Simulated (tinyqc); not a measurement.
Bandgap voltage reference from two bipolar transistors: two steps of the calculation.

Two transistors of area 1 and N carry the same current I. Is(T) = Is (T/T0)^eta exp[(Vg0 q/kB)(1/T0 - 1/T)], VBE1 = Vt ln(I/Is(T)) + I rb, VBE2 = Vt ln(I/(N Is(T))) + I rb/N. The amplifier forces I R1(T) = VBE1 - VBE2 + Vos, with R(T) = R (1 + tc (T - T0)) for both resistors, and the output is Vref = VBE1 + I R2(T). Base currents and the Early effect are neglected.

Values chosen for this exercise; values of the order met in silicon bipolar transistors: reference temperature T0 = 300 K; band-gap voltage extrapolated to 0 K Vg0 = 1.193 V; temperature exponent of the saturation current eta = 3.9; saturation current of the unit transistor at T0 Is = 4.7e-18 A; area ratio of the second transistor N = 15; resistor across which the difference of VBE falls, at T0 R1 = 7.2 kohm; temperature coefficient of both resistors tc = 0 ppm/K; offset of the amplifier Vos = 2.6 mV; series resistance of the unit transistor rb = 0 ohm; output resistor at T0 R2 = 53.36 kohm.

Constants: q = 1.602176634e-19 C, kB = 1.380649e-23 J/K. Results are converted to the units shown.

Problem 1. Operating point at the reference temperature. Vt = kB T/q; I = (Vt ln N + Vos)/(R1(T) - rb (1 - 1/N)). Evaluate at T = T0.

Give: Vt; I; Is(T); VBE1; I R2; Vref.

Solution 1.

Vt = 0.02585 V
I = 10.08 uA
Is(T) = 4.700e-18 A
VBE1 = 0.7341 V
I R2 = 0.5381 V
Vref = 1.272 V

Problem 2. Resistor for zero slope at T0, ideal case. With tc = 0, Vos = 0 and rb = 0 the current is proportional to T, dVBE/dT = (VBE - Vg0 - (eta - 1) Vt)/T, and Vref has zero slope at T0 when Vref = Vg0 + (eta - 1) Vt0. Find VBE1, its slope, that Vref, R2/R1 and the curvature d2Vref/dT2 = -(eta - 1) kB/(q T0).

Find: VBE1; dVBE/dT; Vref; R2/R1; curvature.

Solution 2.

VBE1 = 0.73311 V
dVBE/dT = -1.7829 mV/K
Vref = 1.2680 V
R2/R1 = 7.6399
curvature = -0.83301 uV/K^2

Numbers from tinyqc (`OMP_NUM_THREADS=1 python tinyqc.py 2062043 2062044 out.jsonl`; about 0.02 s on one thread of a shared Intel Xeon 2.30GHz).
